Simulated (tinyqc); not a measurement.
What each parameter does: k.p values derived from sp3s* tight binding at Gamma.

At Gamma the states are two-level mixtures: s-like S+ (upper) and S- (lower) from [[Esa, Vss], [Vss, Esc]], p-like P- (valence) and P+ from [[Epa, Vxx], [Vxx, Epc]], and the bare s* levels. With real k in 1/angstrom and kz = 0, the phase sums over the four bonds are g0 = 1 - (a k/4)^2/2, g1 = i a kx/4, g3 = -(a/4)^2 kx ky to second order. Each mixture is written (anion, cation) with the anion part positive. c = hbar^2/2m0. No spin-orbit coupling.

Recipe: P = (a/4)(sa pc Vsapc + sc pa Vscpa) between an s and a p state ((a/4) pc Vxapc and (a/4) pa Vpaxc for s*), Ep = P^2/c for S+ to P-; m0/m = [-(a/4)^2 sa sc Vss + sum P^2/(E(S+) - E(P))]/c; L = d0 + F, M = d0 + H1, N = dN + F + H1 with d0 = -(a/4)^2 pa pc Vxx, dN = -2 (a/4)^2 pa pc Vxy, F = sum P^2/(E(P-) - E(s)) over the four s-like states, H1 = Q^2/(E(P-) - E(P+)), Q = (a/4) Vxy (pa p'c - pc p'a); g1 = -(L + 2M)/(3c), g2 = -(L - M)/(6c), g3 = -N/(6c).

Constants: hbar^2/2m0 = 3.80998211 eV angstrom^2.

Values chosen for the exercise (near a published set for InP, fitted to gaps, whose masses and valley positions are rough; shifted at random, so the results belong to these values and not to a real crystal): a = 5.874 angstrom (lattice constant); Esa = -8.556 eV (s level of the anion); Epa = 0.878 eV (p level of the anion); Esc = -1.492 eV (s level of the cation); Epc = 4.06 eV (p level of the cation); Exa = 8.247 eV (s* level of the anion); Exc = 7.056 eV (s* level of the cation); Vss = -5.388 eV (s-s); Vxx = 1.898 eV (px-px); Vxy = 4.195 eV (px-py); Vsapc = 2.214 eV (s anion, p cation); Vscpa = 5.558 eV (s cation, p anion); Vxapc = 3.442 eV (s* anion, p cation); Vpaxc = 4.504 eV (p anion, s* cation).

The recipe applied anew.

One parameter was then changed.

Results before and after:
```
case     EG (eV)  Ep (eV)  m (m0)     g1     g2     g3
base      1.4261   13.459  0.1256  4.528  1.464  1.831
changed   1.4261   12.807  0.1329  4.379  1.390  1.757
```

Which of these changes was made? (a) Vxx = 2.048 eV; (b) Vxy = 4.045 eV; (c) Vscpa = 5.408 eV; (d) Vsapc = 2.064 eV; (e) Exa = 8.097 eV; (f) Epc = 4.21 eV; (g) Exc = 7.206 eV.

Answer: (c) Vscpa = 5.408 eV. Of the candidates, run in turn, only this one gives the changed row.

All candidates:
```
case              EG (eV)  Ep (eV)  m (m0)     g1     g2     g3
base               1.4261   13.459  0.1256  4.528  1.464  1.831
Epc = 4.21 eV      1.3999   13.528  0.1217  4.587  1.509  1.869
Vsapc = 2.064 eV   1.4261   13.293  0.1278  4.486  1.443  1.810
Exc = 7.206 eV     1.4261   13.459  0.1256  4.518  1.460  1.827
Vscpa = 5.408 eV   1.4261   12.807  0.1329  4.379  1.390  1.757
Exa = 8.097 eV     1.4261   13.459  0.1256  4.529  1.465  1.832
Vxy = 4.045 eV     1.4261   13.459  0.1256  4.434  1.488  1.819
Vxx = 2.048 eV     1.5429   13.341  0.1399  4.148  1.343  1.670
```

Exc and Exa act through the s* states, which enter F alone and leave EG, Ep and m.

Computed by tinyqc, a small Python program: `OMP_NUM_THREADS=1 python tinyqc.py 1451637 1451638 out.jsonl` (the numbers bound the seed that draws the inputs); one thread of a shared host (Intel(R) Xeon(R) Processor @ 2.30GHz), about 0.01 s for the whole set of steps.
